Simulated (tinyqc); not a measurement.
The diagram with and without ligand: potential-pH (Pourbaix) lines of a metal, its cation, its oxide and an oxyanion, with a complexing ligand. Computed by tinyqc, a small Python program. Command: `OMP_NUM_THREADS=1 python tinyqc.py 3022580 3022581 out.jsonl pourb walk`. One thread of a shared host (Intel(R) Xeon(R) Processor @ 2.30GHz), about 0.02 s of CPU time with the checks.

Potentials are against the standard hydrogen electrode; solids and water have unit activity; dG_f of M, H+ and the electron is zero; F = e N_A and s = R T ln(10)/F. The cation carries z = 2.

Inputs (values chosen for the exercise, modelled on cobalt):
```
quantity                                      value    unit
dG_f of the cation                           -54.47  kJ/mol
dG_f of the oxide                           -213.12  kJ/mol
dG_f of the oxyanion                        -294.43  kJ/mol
dG_f of water                               -237.14  kJ/mol
temperature T                                298.15       K
log10 of the dissolved activity a                -6       -
log10 of the stability constant beta of ML       11       -
pKa of HL                                       7.2       -
total ligand c_L                               0.27   mol/L
```

Species: M, M2+, MO, MO2(2-).

Constants: R = 8.314462618 J/(mol K); e = 1.602176634e-19 C; N_A = 6.02214076e+23 1/mol.

Method. M2+ + 2e = M; MO + 2H+ + 2e = M + H2O; MO2(2-) + 4H+ + 2e = M + 2H2O. For each, E0 = -dG/(z F), and E = E0 + (s/z) log10 a - (s n_H/z) pH, with no activity term for the oxide. The free ligand is c_L/(1 + 10^(pKa - pH)) (ligand in excess); dissolved metal is a in all, so the free cation is a/alpha, alpha = 1 + beta [L]; the cation line drops by (s/z) log10 alpha.

E0 (V): cation -0.282271, oxide 0.124475, oxyanion 0.932007

s = 0.0591593 V

Lines against the metal (V); the species with the lowest line is stable above it:
```
pH    cation     oxide  oxyanion  stable above  cation with ligand  stable above, ligand
0   -0.45975   0.12447   0.75453        cation            -0.55534             dissolved
2   -0.45975   0.00616   0.51789        cation            -0.61449             dissolved
4   -0.45975  -0.11216   0.28125        cation            -0.67364             dissolved
5   -0.45975  -0.17132   0.16294        cation            -0.70315             dissolved
6   -0.45975  -0.23048   0.04462        cation            -0.73202             dissolved
7   -0.45975  -0.28964  -0.07370        cation            -0.75611             dissolved
8   -0.45975  -0.34880  -0.19202        cation            -0.76642             dissolved
9   -0.45975  -0.40796  -0.31034        cation            -0.76810             dissolved
10  -0.45975  -0.46712  -0.42866         oxide            -0.76828             dissolved
12  -0.45975  -0.58544  -0.66530      oxyanion            -0.76831             dissolved
14  -0.45975  -0.70376  -0.90193      oxyanion            -0.76831              oxyanion
```

What follows from these numbers?

Without ligand the oxide holds 1 of the eleven rows (pH 10 to 10), with it 0. The ligand acts once beta [L] exceeds 1, from pH = pKa - log10(beta c_L) = -3.2 on, that is in all rows; its line then falls by at most s/z per pH unit and flattens beyond pKa, 0.309 V below the free cation at most. The oxide line falls faster, by s per pH unit.

Extremes, crossings and ranges named in words are read from the listed rows.
